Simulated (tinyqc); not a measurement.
Inside a calculation. Model: five-frequency model of solute diffusion by vacancies in an fcc metal. Computed by tinyqc, a small Python program that keeps every step. Command: `OMP_NUM_THREADS=1 python tinyqc.py 3024478 3024479 out.jsonl fivefreq walk`. One thread of a shared host (Intel(R) Xeon(R) Processor @ 2.30GHz), about 0.06 s of CPU time with the checks. Intermediate numbers are printed to about 6 digits and carried at full precision; extremes and crossings named in words are read from the listed rows.

A vacancy next to the solute exchanges with it (w2), jumps to one of 4 sites that also neighbour the solute (w1) or to one of 7 that do not (w3); w4 is the reverse of w3 and w0 the host jump.

Inputs (values chosen for the exercise, for a model solute in a host close to silver):
```
quantity,value,unit
barrier E0 (host jump),0.631,eV
barrier E1 (vacancy circles the solute),0.672,eV
barrier E2 (exchange),0.366,eV
barrier E3 (dissociation),0.676,eV
binding energy E_b (positive for attraction),0.068,eV
vacancy formation energy E_f,1.1,eV
formation entropy S_f,1.9,k_B
attempt frequency nu,5.1,THz
lattice constant a,4.09,angstrom
temperature T,661,K
```

Constants: k_B = 8.617333262e-05 eV/K.

## Jump rates

w_i = nu exp(-E_i/(k_B T)); detailed balance gives E4 = E3 - E_b.

rates (1/s): w0 7.88000e+07, w1 3.83639e+07, w2 8.26061e+09, w3 3.57623e+07, w4 1.18002e+08

## Correlation factor

Manning: with y = w4/w0, 7F = 7 - (10 y^4 + 180.5 y^3 + 927 y^2 + 1341 y)/(2 y^4 + 40.2 y^3 + 254 y^2 + 597 y + 436); f2 = (2 w1 + 7F w3)/(2 w2 + 2 w1 + 7F w3). The mean cosine between successive solute jumps follows from f2 = (1 + c)/(1 - c).

y = w4/w0 = 1.49749

7F = 4.68012

correlation factor f2 = 0.0145598

mean cosine c = -0.971298

The solute exchanges back and forth with the vacancy, so most jumps cancel.

## Diffusivities

c_v = exp(S_f - E_f/(k_B T)); host D0 = a^2 c_v w0 x 0.7815; solute D2 = a^2 c_v exp(E_b/(k_B T)) w2 f2; 1 angstrom^2 = 1e-16 cm^2.

vacancy fraction c_v = 2.74307e-08

host diffusivity D0 = 2.82578e-15 cm^2/s

solute diffusivity D2 = 1.82102e-14 cm^2/s

ratio D2/D0 = 6.44431

The ratio splits into binding 3.3, exchange rate 105 and correlation 0.0186.

## Solute against host over temperature

The formulas are those given above.

Diffusion:
```
T (K),f2,D0 (cm^2/s),D2 (cm^2/s),D2/D0
430,0.0007728,2.29651e-22,1.81597e-21,7.90753
496,0.0023724,1.14997e-19,8.44313e-19,7.34206
562,0.0055849,1.33730e-17,9.25803e-17,6.92292
661,0.0145598,2.82578e-15,1.82102e-14,6.44431
760,0.0293235,1.48029e-13,8.97125e-13,6.06046
859,0.0497709,3.11371e-12,1.78256e-11,5.72489
958,0.0749720,3.48967e-11,1.89050e-10,5.41742
```

The apparent activation energy of D2 is 1.710 eV between the coldest rows and 1.691 eV between the hottest; without correlation it would be E_f - E_b + E2 = 1.398 eV, and the host has 1.731 eV. At low T f2 is small, w2 cancels from D2, and the easier of circling and escape sets the barrier, near E_f - E_b + min(E1, E3) = 1.704 eV.

Checks made by the program: Manning formula against a solved vacancy walk within 5 nearest-neighbour distances (relative difference 8e-03).
